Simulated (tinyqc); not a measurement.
Quaternary alloy A(x)B(1-x)C(y)D(1-y) matched to a substrate: sweeps and comparisons. A value that a table varies takes the place of the one given here.

Q(x,y) = x y Q_AC + x (1 - y) Q_AD + (1 - x) y Q_BC + (1 - x)(1 - y) Q_BD for the lattice constant. Gap, rule 1: Q(x,y) - x (1 - x)[y C_ABC + (1 - y) C_ABD] - y (1 - y)[x C_ACD + (1 - x) C_BCD]. Rule 2 (mean of ternaries): {x (1 - x)[y T_ABC(x) + (1 - y) T_ABD(x)] + y (1 - y)[x T_ACD(y) + (1 - x) T_BCD(y)]}/{x (1 - x) + y (1 - y)}, T_ABC(x) = x E_AC + (1 - x) E_BC - C_ABC x (1 - x), T_ACD(y) = y E_AC + (1 - y) E_AD - C_ACD y (1 - y), and alike. Only the Gamma valley is followed.

Matching a(x,y) = a_s gives x = (a_s - y a_BC - (1 - y) a_BD)/(y (a_AC - a_BC) + (1 - y)(a_AD - a_BD)).
Constants: hc = 1239.841984 eV nm.

Parameters, chosen for this exercise (AC, AD, BC, BD near GaAs, GaP, InAs and InP; substrate near InP; the results hold for these values, not for the real material): a = (5.653, 5.451, 6.053, 5.866) angstrom (lattice constants of AC, AD, BC, BD); Eg = (1.508, 2.848, 0.417, 1.444) eV (gaps at Gamma of AC, AD, BC, BD); Cb = (0.479, 0.685, 0.198, 0.099) eV (bowing of ABC, ABD, ACD, BCD); a_s = 5.866 angstrom (substrate); y = 0.46 (fraction of C).

## Along the matched line

x follows from y.

Results:

| y | x | bilinear (eV) | rule 1 (eV) | rule 2 (eV) | wavelength 1 (nm) | wavelength 2 (nm) |
|---|---|---|---|---|---|---|
| 0.03 | 0.0135 | 1.4321 | 1.4201 | 1.4272 | 873 | 869 |
| 0.15 | 0.0680 | 1.3822 | 1.3273 | 1.3594 | 934 | 912 |
| 0.27 | 0.1229 | 1.3288 | 1.2391 | 1.2907 | 1001 | 961 |
| 0.39 | 0.1782 | 1.2720 | 1.1557 | 1.2210 | 1073 | 1015 |
| 0.51 | 0.2341 | 1.2116 | 1.0770 | 1.1503 | 1151 | 1078 |
| 0.63 | 0.2905 | 1.1476 | 1.0033 | 1.0781 | 1236 | 1150 |
| 0.75 | 0.3474 | 1.0799 | 0.9346 | 1.0028 | 1327 | 1236 |
| 0.87 | 0.4048 | 1.0086 | 0.8710 | 0.9206 | 1424 | 1347 |
| 0.99 | 0.4627 | 0.9335 | 0.8124 | 0.8184 | 1526 | 1515 |

The matched alloys span 0.812 to 1.420 eV by rule 1, monotonically in y. Along the line dx/dy is +0.454 between the first two rows and +0.482 between the last two. In energy the two rules differ most at y = 0.63, by 75 meV (86 nm there), which measures how far the ternary data leave the interior open. Miscibility gaps are not considered.

## What each parameter does

x is matched anew each time. Each row changes one parameter from the base and keeps the others.

Results:

| case | x | rule 1 (eV) | rule 2 (eV) |
|---|---|---|---|
| base | 0.2108 | 1.1092 | 1.1800 |
| y = 0.47 | 0.2154 | 1.1027 | 1.1741 |
| a_s = 5.87 angstrom | 0.2010 | 1.1005 | 1.1697 |
| Cb = (0.575, 0.822, 0.238, 0.119) eV | 0.2108 | 1.0835 | 1.1685 |
| Eg = (1.558, 2.848, 0.417, 1.444) eV | 0.2108 | 1.1141 | 1.1848 |
| a = (5.663, 5.451, 6.053, 5.866) angstrom | 0.2132 | 1.1114 | 1.1825 |

The largest shifts from the base row, up to three for each result and ties (the steps differ in size, so this ranks the rows, not the parameters). x: a_s -0.0098, y +0.0047, a +0.0024; unchanged at the printed digits by Cb and Eg. rule 1 (eV): Cb -0.0257, a_s -0.0087, y -0.0065. rule 2 (eV): Cb -0.0115, a_s -0.0103, y -0.0059.

tinyqc: `OMP_NUM_THREADS=1 python tinyqc.py 1080140 1080141 out.jsonl`; about 0.01 s, one thread, shared Intel(R) Xeon(R) Processor @ 2.30GHz.
